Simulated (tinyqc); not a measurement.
Worked calculation: domain walls in a thin film with perpendicular anisotropy: Bloch, Neel and chiral walls, motion and stripe domains. Computed by tinyqc, a small Python program that keeps every step. Command: `OMP_NUM_THREADS=1 python tinyqc.py 3019407 3019408 out.jsonl mwall walk`. One thread of a shared host (Intel(R) Xeon(R) Processor @ 2.30GHz), about 0.01 s of CPU time with the checks. Intermediate numbers are printed to about 6 digits and carried at full precision; extremes and crossings named in words are read from the listed rows.

One-dimensional wall: polar angle theta(x), azimuth phi of the moment in the wall (phi = 0 Neel, 90 degrees Bloch). mu_0 = 1.25663706212e-6 T m/A, gamma = 1.76085963023e11 rad/(s T).

Inputs (values chosen for the exercise, for a model film):

| quantity | value | unit |
|---|---|---|
| saturation magnetisation M_s | 1240 | kA/m |
| exchange stiffness A | 19 | pJ/m |
| uniaxial anisotropy K_u | 1150 | kJ/m^3 |
| DMI constant D | 1.9 | mJ/m^2 |
| thickness t | 1.6 | nm |
| damping alpha | 0.11 | - |
| field mu_0 H_z | 8.7 | mT |

Drive: magnetic field.

## Width and energy of the Bloch wall

K_eff = K_u - mu_0 M_s^2/2; Delta = sqrt(A/K_eff); sigma_0 = 4 sqrt(A K_eff); profile theta = 2 arctan exp(x/Delta); quality factor Q = 2 K_u/(mu_0 M_s^2).

K_eff = 183.897 kJ/m^3

width parameter Delta = 10.1646 nm

sigma_0 = 7.47695 mJ/m^2

quality factor Q = 1.19035

## Bloch or Neel

sigma(phi) = sigma_0 + 2 Delta K_D cos^2(phi) - pi D cos(phi), with the wall shape anisotropy K_D = N_x mu_0 M_s^2/2, N_x = t ln 2/(pi Delta). The minimum has cos(phi) = D/D_N for D < D_N = 4 Delta K_D/pi and phi = 0 beyond; sigma turns negative at D_c = (sigma_0 + 2 Delta K_D)/pi.

K_D = 33.5529 kJ/m^3

D_N = 0.434239 mJ/m^2

azimuth phi = 0 degrees

wall energy sigma = 2.19003 mJ/m^2

D_c = 2.59711 mJ/m^2

A pure chiral Neel wall. D is 0.73 of D_c.

## Walker breakdown

Field drive: steady motion v = gamma Delta B/alpha needs B = (alpha/2) [2 B_D sin(phi) - B_K sin(2 phi)] in size, B_K = 2 K_D/M_s, B_D = pi D/(2 M_s Delta), with phi moving from its rest value; the Walker field B_W is the largest value of |B_D sin(phi) - (B_K/2) sin(2 phi)| times alpha, reached at cos(phi) = [d - sqrt(d^2 + 8)]/4, d = B_D/B_K. Far above B_W/alpha, v = gamma Delta B alpha/(1 + alpha^2); this is used for all B above B_W.

B_K = 54.1176 mT

B_D = 236.790 mT

Walker field B_W = 26.6883 mT

velocity at B_W = 434.253 m/s

velocity at B = 141.560 m/s

B is below B_W: steady motion. Without D, B_W would be alpha B_K/2 = 2.98 mT, so D raises it 9.0 times.

## Stripe domains

Dipolar length l = sigma/(mu_0 M_s^2); for t much smaller than the period the domain width is w = 0.955 t exp(pi l/t) (Kaplan and Gehring), given as log10 of w in nm.

dipolar length l = 1.13343 nm

log10 of the domain width in nm = 1.15064

Equilibrium domains are about 14 nm wide. Caution: the domains are not wide against the wall, so the thin-wall formula fails.

## Raising D

The formulas are those given above.

Wall against D; the last column is the Kaplan-Gehring width, log10[0.955 t exp(pi sigma/(mu_0 M_s^2 t))/nm], with a dash where it falls below 10 Delta and the formula fails:

| D (mJ/m^2) | phi (degrees) | sigma (mJ/m^2) | sigma/sigma_0 | log10 domain width |
|---|---|---|---|---|
| 0.087 | 78.4425 | 7.44957 | 0.996338 | 3.47182 |
| 0.220 | 59.5602 | 7.30187 | 0.976584 | 3.40664 |
| 0.350 | 36.2923 | 7.03383 | 0.940734 | 3.28834 |
| 0.520 | 0.0000 | 6.52543 | 0.872739 | 3.06397 |
| 1.000 | 0.0000 | 5.01746 | 0.671057 | 2.39847 |
| 1.600 | 0.0000 | 3.13251 | 0.418955 | - |
| 2.100 | 0.0000 | 1.56171 | 0.208870 | - |
| 2.300 | 0.0000 | 0.93339 | 0.124836 | - |

D_N is 17 % of D_c, so a small D fixes the chirality long before it lowers the energy much. Beyond D_N sigma falls by pi per unit of D, and the domain width, which has sigma in an exponent, drops by 1.1 decades over the valid rows (values above 6 mean a single domain in any device).

Checks made by the program: sigma_0 against the integral over the profile (relative difference below 1e-10); B_W against a scan of phi (relative difference below 1e-10).
